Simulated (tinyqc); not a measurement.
Scattering of inversion-layer electrons by surface optical phonons of the gate insulator (remote phonon scattering): one step, computed by the program tinyqc.

One subband with the Fang-Howard envelope; insulator and channel are half-spaces, the gate is far away, and an interlayer only moves the polar surface away by t (its own modes and its permittivity contrast are left out).

Problem. The electron gas. Density of states D = g_v m/(pi hbar^2); eta = E_F/(k_B T) = ln(exp(n/(D k_B T)) - 1); screening wave number q_s = e^2 D/(2 eps_0 eps_avg) x 1/(1 + exp(-eta)), eps_avg = (eps_s + eps_inf)/2; b = 3/z0.

Inputs (values chosen for the exercise, modelled on SiO2 on In0.53Ga0.47As):

| quantity | value | unit |
|---|---|---|
| optical constant eps_inf | 2.55 | - |
| constant of the channel eps_s | 13.9 | - |
| in-plane mass m | 0.0433 | m_0 |
| valleys g_v | 1 | - |
| sheet density n | 1.5e+12 | 1/cm^2 |
| mean distance of the electrons z0 = 3/b | 4.2 | nm |
| temperature T | 150 | K |

Constants: hbar^2/(2 m_0) = 3.80998212 eV angstrom^2; k_B = 8.617333262e-05 eV/K; e^2/(4 pi eps_0) = 14.39964548 eV angstrom.

Give: D; eta; q_s; b.

Solution.

D = 1.809e+13 1/(eV cm^2)

eta = 6.414

q_s = 0.1986 1/nm

b = 0.7143 1/nm
